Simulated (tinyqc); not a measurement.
MOSFET in saturation, small-signal circuit and noise: two steps of the calculation.

Bias by the inversion coefficient IC = I/Ispec (charge-based model with velocity saturation; weak inversion below 0.1, strong above 10). Common-source circuit: gm, gds, Cgs, Cgd and Cj at the inner nodes, Rg in series with the gate; quasi-static, no source or drain resistance, no gate-body capacitance, no substrate network, no induced gate noise, so fmax is an upper estimate.

Parameters, values chosen for the exercise:
- T = 325 K (temperature)
- L = 180 nm (gate length)
- W = 80 um (total gate width)
- Cox = 2.22 uF/cm^2 (gate capacitance)
- mu = 120 cm^2/(V s) (mobility)
- n = 1.43 (slope factor)
- Ls = 20 nm (velocity-saturation length)
- IC = 0.079 (inversion coefficient)
- gw = 0.06 (short-channel excess of the noise factor)
- Nt = 9.7e16 cm^-3 eV^-1 (oxide trap density)
- lt = 0.1 nm (tunnelling length into the oxide)
- ac = 10000 V s/C (Coulomb scattering coefficient)
- f = 0.2 GHz (signal frequency)

Constants: q = 1.602176634e-19 C, kB = 1.380649e-23 J/K, Vt = kB T/q. Results are converted to the units shown.

Task 1. Current gain and unilateral power gain. |h21| = |Y21/Y11|; U = |Y21 - Y12|^2/(4 [Re Y11 Re Y22 - Re Y12 Re Y21]). Extrapolated at 20 dB a decade: f |h21| and f sqrt(U).

Y with Rg (mS):
```
                            1                            2
1  0.0000360333+0.0972772114i  -0.0000130335-0.0351858329i
2  0.4861496866-0.0353659168i   0.0087556686+0.1056226490i
```

Give: |h21|; U; f |h21|; f sqrt(U).

Result 1.

|h21| = 5.011
U = 8883
f |h21| = 1.002 GHz
f sqrt(U) = 18.85 GHz

Task 2. Noise at the gate. Channel noise Sid = 4 kB T gam n gm with gam = (1/2 + (2/3) qs)/(1 + qs) + gw lc IC, qs = [sqrt(1 + 4 IC) - 1]/2, lc = Ls/L (the last term an empirical rise with velocity saturation); at the gate, white noise Sw = Sid/gm^2 + 4 kB T Rg. Number fluctuation with correlated mobility: S(f) = K/f, K = q^2 Vt lt Nt/(W L Cox^2) (1 + ac mu Cox I/gm)^2, Vt in eV with Nt per eV. Corner fc = K/Sw. Full shot noise would be 2 q I.

I = 20.982505 uA
gm = 0.48616279 mS
Rg = 3.8078704 ohm

Give: gam; Sid; Sid/(2 q I); sqrt(Sw); K; fc.

Result 2.

gam = 0.51195
Sid = 6.3881e-24 A^2/Hz
Sid/(2 q I) = 0.95011
sqrt(Sw) = 5.2054 nV/Hz^0.5
K = 1.2216e-12 V^2
fc = 0.045082 MHz

The gate resistance gives 0.25 % of the white noise power.

Numbers from tinyqc (`OMP_NUM_THREADS=1 python tinyqc.py 2150052 2150053 out.jsonl`; about 0.01 s on one thread of a shared Intel Xeon 2.30GHz).
